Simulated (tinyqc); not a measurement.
Reverse leakage of an n+-p junction: diffusion, generation, trap-assisted and band-to-band tunnelling: one step of the calculation.

One-sided abrupt junction in the depletion approximation, x from the junction (0) to W on the p side, field F = F0 (1 - x/W). Flat quasi-Fermi levels, long p side. Traps generate through SRH with both lifetimes shortened by 1 + Gamma (Hurkx enhancement, form for moderate fields); band-to-band generation is local and needs a total bending above Eg.

Task. Field, scales and diffusion current. ni = sqrt(Nc Nv) exp(-Eg/(2 Vt)), Eg in volts; Vbi = Vt ln(Na Nd/ni^2); W = sqrt(2 eps0 eps_r (Vbi + VR)/(q Na)); F0 = 2 (Vbi + VR)/W; FG = sqrt(24 mt m0 (kB T)^3)/(q hbar); J_diff = q ni^2 sqrt(Dn/tau)(1 - exp(-VR/Vt))/Na.

Parameters, values chosen for the exercise; band and dielectric values close to those of silicon: temperature T = 358 K; band gap Eg = 1.11 eV; relative permittivity eps_r = 11.9; conduction-band density of states at T Nc = 3.7e19 cm^-3; valence-band density of states at T Nv = 3.51e19 cm^-3; acceptor density of the lighter side Na = 2.4e16 cm^-3; donor density of the heavier side Nd = 5e19 cm^-3; SRH lifetime of both carriers at zero field tau = 3e-8 s; tunnelling mass mt = 0.25 m0; electron diffusion coefficient on the lighter side Dn = 10 cm^2/s; reverse bias VR = 0.5 V.

Constants: q = 1.602176634e-19 C, kB = 1.380649e-23 J/K, hbar = 1.054571817e-34 J s, m0 = 9.1093837015e-31 kg, Vt = kB T/q, eps0 = 8.8541878128e-14 F/cm where lengths are in cm. Results are converted to the units shown.

Give: ni; Vbi; W; F0; FG; J_diff.

Result.

ni = 5.5423e11 cm^-3
Vbi = 0.89446 V
W = 276.44 nm
F0 = 100.89 kV/cm
FG = 480.82 kV/cm
J_diff = 3.7439e-8 A/cm^2

Range of the model: The n+ side is degenerate, so Vbi from Boltzmann statistics is only a guide.

Computed by the program tinyqc: `OMP_NUM_THREADS=1 python tinyqc.py 2290118 2290119 out.jsonl`, one thread of a shared Intel Xeon 2.30GHz, about 0.01 s for the whole run.
